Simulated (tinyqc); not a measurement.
From results back to parameters: metal-induced gap states at the contact of a metal chain and a two-band chain. Three cases, with inputs chosen for the exercise.

Problem. With gap states the barrier for electrons is phi = S (W - chi - p) + p, W being the work function of the metal, S the pinning factor and p the depth of the neutrality level below the conduction edge. The barriers for two metals come from hidden S and p, those of the chain and not of a measured contact.

Find: S, p (eV).

Method. The slope of the barrier against W is S; then p = (phi1 - S (W1 - chi))/(1 - S).

Case 1.

Values chosen (out of a larger set: gap and optical dielectric constant near those of SiC; the chain itself is a model; not measured data): W1 = 4.43 eV (work function of metal 1); W2 = 5.56 eV (of metal 2); chi = 3.59 eV (electron affinity).

barriers (eV): metal 1 1.16000, metal 2 1.92840

Solution.

S, p (eV): 0.680  1.840

Case 2.

Values chosen (out of a larger set: gap and optical dielectric constant near those of SiC; the chain itself is a model; not measured data): W1 = 4.01 eV (work function of metal 1); W2 = 5.62 eV (of metal 2); chi = 3.71 eV (electron affinity).

barriers (eV): metal 1 0.91659, metal 2 1.87776

Solution.

S, p (eV): 0.597  1.830

Case 3.

Values chosen (out of a larger set: gap and optical dielectric constant near those of Ge; the chain itself is a model; not measured data): W1 = 4.21 eV (work function of metal 1); W2 = 5.04 eV (of metal 2); chi = 4.04 eV (electron affinity).

barriers (eV): metal 1 0.40954, metal 2 0.55396

Solution.

S, p (eV): 0.174  0.460

Computed by tinyqc, one run a case: `OMP_NUM_THREADS=1 python tinyqc.py N N+1 out.jsonl` with N = 1482044, 1482153, 1482163; one thread of a shared Intel(R) Xeon(R) Processor @ 2.30GHz, about 0.01 s a run at most.
